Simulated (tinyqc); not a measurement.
# Dose and depth of a threshold implant

Problem. A sheet of D acceptors per cm^2 lies at depth xi inside the depleted layer of a body doped Na. In the depletion approximation VT = Vfb + f2 + q D/Cox + gamma sqrt(f2 + Vsb - q D xi/(eps0 eps_r)), gamma = sqrt(2 eps0 eps_r q Na)/Cox, Cox = eps0 eox/tox. Find gamma, D and xi.

Values chosen for this exercise; band and dielectric values close to those of silicon:
- eps_r = 11.6 (relative permittivity)
- Na = 1.4e18 cm^-3 (acceptor density deep in the body)
- eox = 3.9 (relative permittivity of the gate insulator (close to silicon dioxide))
- tox = 1.5 nm (insulator thickness)
- Vfb = -0.34 V (flat-band voltage)
- f2 = 0.986 V (band bending 2 phiF at threshold)

Constants: q = 1.602176634e-19 C, eps0 = 8.8541878128e-14 F/cm where lengths are in cm. Results are converted to the units shown.

VT against the source at Vsb = 0 and 1.9 V (V): [0.96114792, 1.1724561]

Answer. With y^2 = f2 - q D xi/(eps0 eps_r) and d the difference of the thresholds over gamma, sqrt(y^2 + Vsb) - y = d gives y = (Vsb - d^2)/(2 d). The first threshold then gives D, and y^2 gives xi.

gamma = 0.2949 V^0.5
D = 4.300e11 cm^-2
xi = 7.500 nm

Computed by the program tinyqc: `OMP_NUM_THREADS=1 python tinyqc.py 2080072 2080073 out.jsonl`, one thread of a shared Intel Xeon 2.30GHz, about 0.3 s for the whole run.
